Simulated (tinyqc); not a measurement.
Inside a calculation. Model: one-diode model of a solar cell.

Numbers from tinyqc (`OMP_NUM_THREADS=1 python tinyqc.py 2280045 2280046 out.jsonl`; about 0.01 s on one thread of a shared Intel Xeon 2.30GHz). Printed values are rounded.

J is the current delivered and Vj = V + J Rs the junction voltage. J = X JL - J01 (exp(Vj/(n1 Vt)) - 1) - Vj/Rp. The photocurrent does not depend on voltage.

Parameters, values chosen for the exercise; values of the order met in cells of silicon:
```
symbol,value,unit,meaning
T,300,K,temperature
JL,35.2,mA/cm^2,photocurrent at one sun
X,0.3,suns,concentration
J01,1.1e-7,A/cm^2,saturation current of the diode
n1,1.76,,ideality factor of the diode
Rs,0,ohm cm^2,series resistance
Rp,9000,ohm cm^2,shunt resistance
Pin,100,mW/cm^2,incident power at one sun
```

Constants: q = 1.602176634e-19 C, kB = 1.380649e-23 J/K, Vt = kB T/q. Results are converted to the units shown.

## Starting value

Vj = n1 Vt ln(X JL/J01), the open-circuit voltage of the J01 term alone.

Vj at the start = 0.5219752 V

## Iteration 1: new Vj

Open circuit: J(Vj) = 0. G = -dJ/dVj = J01 exp(Vj/(n1 Vt))/(n1 Vt) + 1/Rp. Vj(new) = Vj + J/G.

J = -0.05788724 mA/cm^2
G = 0.2322015 S/cm^2
Vj after iteration 1 = 0.5217259 V

## Iteration 2: new Vj

As before.

J = -1.582207e-4 mA/cm^2
G = 0.2309333 S/cm^2
Vj after iteration 2 = 0.5217252 V

## Course of the iteration

Stop when the step is below 1e-10 V, or after 80 iterations.

Course of the iteration:
```
iteration  Vj before the step (V)   step (V)
1                       0.5219752   -2.49e-4
2                       0.5217259   -6.85e-7
3                       0.5217252  -5.16e-12
```

Converged in 3 iterations.

## Figures of merit

Jsc at V = 0, Voc at J = 0, the maximum power point where J (1 + 2 Rs G) = G Vj with G = -dJ/dVj; FF = Vmp Jmp/(Voc Jsc); efficiency Vmp Jmp/(X Pin). Empirical fill factor without parasitics FF0 = (v - ln(v + 0.72))/(v + 1), v = Voc/(n1 Vt).

Jsc = 10.56 mA/cm^2
Voc = 0.5217252 V
Vmp = 0.4161485 V
Jmp = 9.482193 mA/cm^2
FF = 0.7162281
efficiency = 13.15333 %
FF0 = 0.7192230

FF is 0.42 % below FF0. Removing one loss at a time changes the efficiency by: shunt +0.06 points.
